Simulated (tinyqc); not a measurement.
# From one set of inputs to another, one input at a time

Model: classical nucleation, growth and JMAK kinetics of crystallisation from a melt or glass. Computed by tinyqc, a small Python program. Command: `OMP_NUM_THREADS=1 python tinyqc.py 3014123 3014124 out.jsonl nucl ladder`. One thread of a shared host (Intel(R) Xeon(R) Processor @ 2.30GHz), about 0.01 s of CPU time with the checks.

A spherical nucleus cap on a flat wall with a sharp interface of isotropic energy gamma; lambda = Omega^(1/3) is the jump distance.

The inputs printed are set A. Inputs not listed in the table keep their values of set A, so the rows need not describe a real material.

Inputs (values chosen for the exercise, for a model substance): melting point T_m = 1640 K; heat of melting per volume H = 1700 J/cm^3; interface energy gamma = 0.142 J/m^2; atomic volume Omega = 17.9 angstrom^3; temperature T = 1254 K; diffusion prefactor D0 = 5.8e-06 m^2/s; activation energy Q = 1.97 eV; contact angle theta = 65 degrees; wall area per volume S_v = 2.9e+07 1/m; time t = 1e-06 s.

Nucleation: on a flat wall. Driving force: Thompson-Spaepen.

Constants: e = 1.602176634e-19 C; k_B = 1.380649e-23 J/K; k_B = 8.617333262e-05 eV/K.

Method:
- Driving force per volume: dG = H [(T_m - T)/T_m] [2 T/(T_m + T)].
- Shape factor f = (2 + cos theta)(1 - cos theta)^2/4.
- W(r) = f [4 pi r^2 gamma - (4/3) pi r^3 dG]; r* = 2 gamma/dG; W* = f 16 pi gamma^3/(3 dG^2); n* = f (4/3) pi r*^3/Omega.
- D = D0 exp(-Q/(k_B T)); attachment rate k+ = (A*/lambda^2) D/lambda^2 with A* = 2 pi r*^2 (1 - cos theta); Zeldovich factor Z = sqrt(W*/(3 pi k_B T))/n*; sites per volume N = S_v/lambda^2; I = N Z k+ exp(-W*/(k_B T)); lag time = 1/(4 pi Z^2 k+).
- Growth (Wilson-Frenkel): u = (D/lambda) [1 - exp(-dG Omega/(k_B T))].
- D = D0 exp(-Q/(k_B T)).
- JMAK with steady nucleation and growth, nuclei spread at random: extended fraction X_e = (pi/3) I u^3 t^4, X = 1 - exp(-X_e); t_X = [-3 ln(1 - X)/(pi I u^3)]^(1/4); final grains per volume = Gamma(5/4) (3/pi)^(1/4) (I/u)^(3/4), Gamma(5/4) = 0.9064024771. Grain size = (grains per volume)^(-1/3).

Each row keeps all changes above it:
```
input moved                           from       to  barrier W* (eV)  growth velocity u (m/s)  grain size (micrometre)
set A                                    -        -          0.50282               8.0802e-05                0.0022008
interface energy gamma (J/m^2)       0.142   0.0846          0.10633               8.0802e-05                0.0009383
diffusion prefactor D0 (m^2/s)     5.8e-06  2.3e-06          0.10633               3.2042e-05                0.0009383
temperature T (K)                     1254      790          0.03895               1.4504e-09                0.0009529
wall area per volume S_v (1/m)    29000000   200000          0.03895               1.4504e-09                0.0033066
melting point T_m (K)                 1640     1280          0.05182               1.3267e-09                0.0033901
activation energy Q (eV)              1.97    0.642          0.05182               3.9328e-01                0.0033901
atomic volume Omega (angstrom^3)      17.9     29.6          0.05182               4.4163e-01                0.0039574
```

Barrier W* goes from 0.503 to 0.0518, a factor 0.103 in all. The largest single move comes from interface energy gamma (a factor 0.211), and melting point T_m works against it (a factor 1.33). Growth velocity u goes from 8.08e-5 to 0.442, a factor 5470 in all. The largest single move comes from activation energy Q (a factor 2.96e8), and temperature T works against it (a factor 4.53e-5). Grain size goes from 0.00220 to 0.00396, a factor 1.80 in all. The largest single move comes from wall area per volume S_v (a factor 3.47), and interface energy gamma works against it (a factor 0.426). The single moves hold for this order of the switches; the total does not depend on the order.

Caution (all rows): with under 20 atoms in the nucleus or a barrier under 10 k_B T the capillary model is only a guide. Caution (rows set A, interface energy gamma, diffusion prefactor D0): the lag time is not small against the half time, so steady nucleation from t = 0 overstates the speed. Caution (rows set A, interface energy gamma, diffusion prefactor D0, temperature T): the grain size is near the critical size, where JMAK theory fails. Caution (all rows): grains come out smaller than the spacing of the walls, so nuclei are not spread at random as JMAK assumes. Caution (rows interface energy gamma, diffusion prefactor D0, temperature T, wall area per volume S_v, melting point T_m, activation energy Q, atomic volume Omega): homogeneous nucleation, left out here, would be as fast or faster: the wall offers too few sites or too small a cut in the barrier. Caution (rows interface energy gamma, diffusion prefactor D0, temperature T, wall area per volume S_v, melting point T_m, activation energy Q, atomic volume Omega): homogeneous nucleation, left out here, would be as fast or faster.

Extremes, crossings and ranges named in words are read from the listed rows.
